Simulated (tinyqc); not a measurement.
# Lossy on-chip transmission line with skin effect: effects of single changes

A uniform line in a homogeneous dielectric: c = sqrt(er)/(c0 Z0), l = Z0 sqrt(er)/c0 (c0 = 299792458 m/s), g = w c td, w = 2 pi f. The resistance joins its limits as r = sqrt(r_dc^2 + r_hf^2), with r_dc = rho/(wd th), r_hf = kr rho/(2 delta (wd + th)), delta = sqrt(rho/(pi f mu0)), mu0 = 4 pi 1e-7 H/m; this is an interpolation, and internal inductance, up to 0.05 nH/mm at low frequency, is neglected.

Inputs (values chosen for the exercise):

| symbol | value | unit | meaning |
|---|---|---|---|
| wd | 2.3 | um | width of the strip |
| th | 0.83 | um | thickness of the strip |
| rho | 1.8 | uohm cm | resistivity |
| er | 4.2 |  | relative permittivity |
| td | 0.02 |  | loss tangent |
| Z0 | 50 | ohm | lossless impedance sqrt(l/c) |
| kr | 1.2 |  | factor for crowding and the return path |
| len | 3.2 | mm | length |
| Rg | 100 | ohm | source resistance |
| RL | 50 | ohm | load resistance |
| CL | 300 | fF | load capacitance |
| f | 0.3 | GHz | frequency |

Each table varies one quantity; the others keep the values above.

## Line properties against frequency

gamma = sqrt((r + i w l)(g + i w c)) = alpha + i beta, Zc = sqrt((r + i w l)/(g + i w c)), roots with positive real part; loss 8.685889638 alpha in dB; phase velocity w/beta. ZL = 1/(1/RL + i w CL); reflection (ZL - Zc)/(ZL + Zc); Zin = Zc (ZL + Zc tanh(gamma len))/(Zc + ZL tanh(gamma len)); H = V_load/V_source = [Zin/(Zin + Rg)]/[cosh(gamma len) + (Zc/ZL) sinh(gamma len)].

Results:
```
f (GHz)  r (ohm/mm)  r/(w l)  loss (dB/mm)  |Zc| (ohm)  phase velocity over c0  length in wavelengths  |H| (dB)
0.01          9.430    439.1       0.05577        1048                 0.03322               0.003213    -11.13
0.03          9.433    146.4       0.09640       605.0                 0.05740               0.005579    -11.14
0.09          9.441    48.85        0.1659       349.5                 0.09869               0.009734    -11.14
0.3           9.470    14.70        0.2964       191.9                  0.1756                0.01824    -11.15
0.8           9.539    5.552        0.4601       118.7                  0.2700                0.03163    -11.21
2             9.702    2.259        0.6496       78.58                  0.3728                0.05726    -11.47
20            11.88   0.2766         1.098       50.92                  0.4841                 0.4410    -16.02
60            15.67   0.1216         1.583       50.18                  0.4873                  1.314    -23.43
```

Estimate the missing row, f = 7 GHz.

Computed row:
```
f (GHz)  r (ohm/mm)  r/(w l)  loss (dB/mm)  |Zc| (ohm)  phase velocity over c0  length in wavelengths  |H| (dB)
7             10.35   0.6887        0.8822       55.09                  0.4652                 0.1606    -13.13
```

With this row back in the table: r equals w l at 4.68 GHz: below it |Zc| and the delay grow as in an RC line, above it |Zc| tends to Z0 = 50 ohm and the velocity to 1/sqrt(er) = 0.488 c0. The loss goes as f^(0.50) between the first two rows and f^(0.33) between the last two. |H| is -11.1 dB in the first row and -23.4 dB in the last; between rows it can pass through resonances that the table doesn't show.

## Effect of the width of the strip

Same model as above.

Z0 is held fixed by scaling the dielectric height.

Effect of the width of the strip:
```
wd (um)  r (ohm/mm)  r/(w l)  loss (dB/mm)  |Zc| (ohm)  phase velocity over c0  length in wavelengths  |H| (dB)
0.57          38.10    59.13        0.6096       384.5                 0.08986                0.03564    -14.73
0.91          23.88    37.07        0.4803       304.5                  0.1129                0.02836    -13.13
1.4           15.54    24.12        0.3847       245.6                  0.1390                0.02305    -12.04
2.2           9.900    15.37        0.3035       196.2                  0.1720                0.01862    -11.22
3.5           6.229    9.668        0.2363       155.9                  0.2127                0.01506    -10.64
5.6           3.897    6.048        0.1814       123.8                  0.2606                0.01229    -10.25
8.8           2.481    3.851        0.1384       99.72                  0.3117                0.01027    -10.00
14            1.560    2.422        0.1022       80.93                  0.3651               0.008771    -9.837
```

As wd goes from 0.57 to 14, the loss falls from 0.610 to 0.102 dB/mm, |Zc| falls from 384 to 80.9 ohm and |H| goes from -14.7 to -9.84 dB, with its highest value among the rows, -9.84 dB, at wd = 14.

tinyqc, about 0.01 s, one thread, Intel Xeon 2.30GHz (shared host): `OMP_NUM_THREADS=1 python tinyqc.py 2810189 2810190 out.jsonl`
